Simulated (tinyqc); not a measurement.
Epitaxial growth on a vicinal surface: Burton-Cabrera-Frank step flow, step-edge barrier and island nucleation. Changing the miscut angle. Computed by tinyqc, a small Python program. Command: `OMP_NUM_THREADS=1 python tinyqc.py 3005652 3005653 out.jsonl stepflow sweep`. One thread of a shared host (Intel(R) Xeon(R) Processor @ 2.30GHz), about 0.02 s of CPU time with the checks.

Adatoms land at rate F, hop on a square grid (a simplification for hexagonal faces), desorb, or join steps. Lengths are in units of a and n is the adatom coverage. Steps ascend at x = 0 and descend at x = l.

Inputs (values chosen for the exercise, close to those used for Si(001)):

| quantity | value | unit |
|---|---|---|
| site spacing a | 3.84 | angstrom |
| step height h | 1.36 | angstrom |
| diffusion barrier E_d | 0.659 | eV |
| desorption energy E_a | 2.91 | eV |
| adatom formation energy E_f | 1.42 | eV |
| step-edge barrier E_s | 0.25 | eV |
| attempt frequency nu | 1 | THz |
| deposition rate F | 0.016 | layers/s |
| temperature T | 880 | C |
| critical nucleus size i | 2 | - |
| binding energy of the critical nucleus E_i | 0.76 | eV |

Constants: k_B = 8.617333262e-05 eV/K.

Method:
- D = nu exp(-E_d/(k_B T)) (a^2/s, nu counted per direction); tau = exp(E_a/(k_B T))/nu; x_s = sqrt(D tau); n_eq = exp(-E_f/(k_B T)); terrace width l = h/(a tan(miscut)); Schwoebel length l_s = exp(E_s/(k_B T)) - 1.
- Temperatures in kelvin are T(C) + 273.15.
- D n'' - n/tau + F = 0 with n(0) = n_eq and -l_s n'(l) = n(l) - n_eq. With u = n - F tau, A = n_eq - F tau, y = l/x_s, s = l_s/x_s: u = A cosh(x/x_s) + B sinh(x/x_s), B = A (1 - cosh y - s sinh y)/(sinh y + s cosh y). Flux into the ascending step J+ = D B/x_s, over the descending one J- = -(D/x_s)(A sinh y + B cosh y); step velocity J+ + J-; growth rate (J+ + J-)/l. For small y: J+ + J- = (F - n_eq/tau) l, J-/J+ = l/(l + 2 l_s).
- The coverage peaks where n' = 0, tanh(x/x_s) = -B/A.
- Island density on a flat surface without desorption: N = 0.25 (F/D)^(i/(i+2)) exp(E_i/((i+2) k_B T)) per site, with E_i = 0 for i = 1; spacing l_n = N^(-1/2). Step flow needs an effective width l_eff = 2 x(peak) below l_n.

One run for each value:

| miscut angle (degrees) | ratio l_eff/l_n | growth rate (layers/s) | peak coverage | terrace width l (a) |
|---|---|---|---|---|
| 0.03 | 1.6694 | 0.016000 | 1.3397e-06 | 6.7641e+02 |
| 0.062 | 0.8213 | 0.016000 | 7.9593e-07 | 3.2729e+02 |
| 0.13 | 0.4047 | 0.016000 | 6.6443e-07 | 1.5609e+02 |
| 0.26 | 0.2136 | 0.016000 | 6.3400e-07 | 7.8047e+01 |
| 0.55 | 0.1107 | 0.016000 | 6.2541e-07 | 3.6894e+01 |
| 1.1 | 0.0619 | 0.016000 | 6.2324e-07 | 1.8445e+01 |
| 2.3 | 0.0335 | 0.016000 | 6.2254e-07 | 8.8180e+00 |
| 4.8 | 0.0177 | 0.016000 | 6.2234e-07 | 4.2177e+00 |
| 10 | 0.0090 | 0.016000 | 6.2228e-07 | 2.0086e+00 |

Over the rows, ratio l_eff/l_n falls from 1.67 to 0.00902 (exponent d ln y / d ln x -0.98 between the first rows and -0.92 between the last); growth rate (layers/s) rises from 0.01599979 to 0.01599988; peak coverage falls from 1.34e-6 to 6.22e-7. At the low end the exponent of ratio l_eff/l_n is -0.98, close to -1: terraces narrow as the miscut grows. The exponent of growth rate stays at 0: the steps stand close against x_s, so their spacing does not matter. At the high end the exponent of peak coverage is 0.00, close to 0: the coverage stays near n_eq.

Caution (rows 0.0300): twice the distance from the ascending step to the coverage peak exceeds the expected island spacing [0.25 (F/D)^(i/(i+2)) exp(E_i/((i+2) k_B T))]^(-1/2) by 40 % or more, so islands nucleate and the step-flow values are formal. Caution (all rows): the prefactor 0.25 and the criterion are estimates, good to a factor of about two in length. Caution (rows 2.30, 4.80, 10.0): terraces under ten sites wide are at the edge of a continuum description.

Extremes, crossings and ranges named in words are read from the listed rows.
